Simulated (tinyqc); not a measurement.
Time-dependent dielectric breakdown: cell percolation, Weibull statistics, area scaling and voltage extrapolation: one step, computed by the program tinyqc.

The oxide is divided into columns of area a^2, each holding m = t_ox/a cells (m is taken as continuous). A share lambda(t) = (t/t_1)^alpha of the cells is defective, and a column whose cells are all defective breaks down.

Question. A sample of breakdown times. Each device fails at t = t63 (-ln(1 - u))^(1/beta). Sort the times; median rank F_i = (i - 0.3)/(n_s + 0.4) for n_s devices; W = ln(-ln(1 - F_i)).

characteristic life t63 = 2531.694 s

uniform random numbers u: 0.3531  0.5261  0.8528  0.7752  0.7152  0.7202  0.2366  0.5016  0.5245  0.6495  0.8509

Weibull slope beta = 1.823636

Give: Weibull plot.

Answer.

Weibull plot:
```
i    t (s)      F_i    ln t        W
1   1234.7  0.06140  7.1186  -2.7588
2   1605.0  0.14912  7.3809  -1.8233
3   2076.0  0.23684  7.6382  -1.3083
4   2151.7  0.32456  7.6740  -0.9355
5   2157.1  0.41228  7.6765  -0.6320
6   2598.2  0.50000  7.8626  -0.3665
7   2868.7  0.58772  7.9616  -0.1210
8   2890.8  0.67544  7.9693   0.1180
9   3153.4  0.76316  8.0563   0.3649
10  3603.0  0.85088  8.1895   0.6434
11  3616.3  0.93860  8.1932   1.0261
```

Caution: t_1 is an input here; in a real oxide it changes with thickness at fixed voltage.
